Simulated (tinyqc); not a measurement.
# Trap density from the barrier height

Inverse problem. In a partly depleted grain with all boundary traps filled, 2 N W = Qt and VB = q N W^2/(2 eps0 eps_r). Find Qt, W and the doping at which VB would equal Vt.

Inputs (values chosen for the exercise): temperature T = 300 K; relative permittivity eps_r = 11.7.

Constants: q = 1.602176634e-19 C, kB = 1.380649e-23 J/K, Vt = kB T/q, eps0 = 8.8541878128e-14 F/cm where lengths are in cm. Results are converted to the units shown.

doping = 7.9e17 cm^-3
barrier height = 0.070722331 V

Answer. Eliminating W gives VB = q Qt^2/(8 eps0 eps_r N), which falls as 1/N.

Qt = 1.700e12 cm^-2
W = 10.76 nm
doping for VB = Vt = 2.161e18 cm^-3

Numbers from tinyqc (`OMP_NUM_THREADS=1 python tinyqc.py 2830097 2830098 out.jsonl`; about 0.01 s on one thread of a shared Intel Xeon 2.30GHz).
